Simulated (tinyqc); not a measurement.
From one set of inputs to another, one input at a time: precursor delivery by bubblers, mass-transport growth and the solid composition of a III-V alloy. Computed by tinyqc, a small Python program. Command: `OMP_NUM_THREADS=1 python tinyqc.py 3003484 3003485 out.jsonl movpe_thermo ladder`. One thread of a shared host (Intel(R) Xeon(R) Processor @ 2.30GHz), about 0.01 s of CPU time with the checks.

1 sccm = 44.615 micromol/min; 1 torr = 133.322 Pa. The sources decompose fully at the surface.

The inputs printed are set A. Set A is modelled on trimethylgallium (source 1) and trimethylindium (source 2) for the vapour pressures; the values taken over come from a set modelled on triethylgallium (source 1) and trimethylindium (source 2) for the vapour pressures. Inputs not listed in the table keep their values of set A, so the rows need not describe a real material.

Inputs (values chosen for the exercise, modelled on trimethylgallium (source 1) and trimethylindium (source 2) for the vapour pressures):
```
quantity                                                                                                  value        unit
bath temperature T1                                                                                         274           K
bath temperature T2                                                                                         288           K
bubbler pressure p_b                                                                                        600        torr
carrier flow F1                                                                                              38        sccm
carrier flow F2                                                                                              93        sccm
total flow F_t                                                                                               15         slm
group-V flow F_V                                                                                             92        sccm
reactor pressure p                                                                                          100        torr
growth temperature T                                                                                        980           K
diffusivity at 273 K and 760 torr                                                                           0.4      cm^2/s
flow cross-section A                                                                                         66        cm^2
distance from the leading edge z                                                                             11          cm
lattice constant a                                                                                         5.67    angstrom
interaction L0 of the solid                                                                                19.2      kJ/mol
log10 of p_B,eq over pure BC at 1000 K and 1 torr of group V (exaggerated: liquid indium has about -4.1)   -3.3  log10 torr
enthalpy of that equilibrium H                                                                              390      kJ/mol
```

Alloy: mixing on the group-III sites, with desorption of B.

constants a, b of source 1 (log10 torr, K): 8.099  1703

constants a, b of source 2 (log10 torr, K): 10.55  3014

Constants: k_B = 1.380649e-23 J/K; R = 8.314462618 J/(mol K).

Method:
- log10 p_v = a - b/T_bath; molar flow = F x 44.615 x p_v/(p_b - p_v) for a saturated bubbler.
- p_i = p n_i/(44615 F_t), F_t in slm; p_V = p F_V/(1000 F_t), counted per molecule supplied; V/III = 44.615 F_V/(n1 + n2); vapour fraction of source 2 = n2/(n1 + n2).
- Mean velocity u = (F_t/A)(760/p)(T/273); D = D0 (T/273)^1.75 (760/p); boundary layer delta = sqrt(pi D z/u); flux = D dp/(delta k_B T); growth rate = flux x a^3/4.
- A sticks fully. B desorbs: its surface pressure is p_B* = x gamma_B K/sqrt(p_V), ln gamma_B = L0 (1 - x)^2/(R T), K = 10^(log10 K at 1000 K) exp[-(H/R)(1/T - 1/1000)], p_V in torr. With equal diffusivities x = (p_2 - p_B*)/(p_1 + p_2 - p_B*). Growth rate = rate per torr x p_1/(1 - x).

Each row keeps all changes above it:
```
input moved                            from    to  molar flow 1 (micromol/min)  V/III ratio  share of B incorporated, 1 - p_B*/p_2
set A                                     -     -                       247.75       16.022                                0.94452
distance from the leading edge z (cm)    11   4.3                       247.75       16.022                                0.94452
interaction L0 of the solid (kJ/mol)   19.2  6.61                       247.75       16.022                                0.98646
bath temperature T2 (K)                 288   301                       247.75       15.108                                0.98823
group-V flow F_V (sccm)                  92   110                       247.75       18.064                                0.98923
growth temperature T (K)                980  1010                       247.75       18.064                                0.95737
carrier flow F2 (sccm)                   93    37                       247.75       19.075                                0.95194
reactor pressure p (torr)               100   200                       247.75       19.075                                0.98251
```

V/III ratio goes from 16.0 to 19.1, a factor 1.19 in all. The largest single move comes from group-V flow F_V (a factor 1.20), and bath temperature T2 works against it (a factor 0.943). Share of B incorporated, 1 - p_B*/p_2 goes from 0.945 to 0.983, a factor 1.04 in all. The largest single move comes from interaction L0 of the solid (a factor 1.04), and growth temperature T works against it (a factor 0.968). The single moves hold for this order of the switches; the total does not depend on the order.

Caution (rows set A): the boundary layer is a quarter or more of the root of the cross-section, so it fills much of the channel and depletion along the flow matters.

Extremes, crossings and ranges named in words are read from the listed rows.
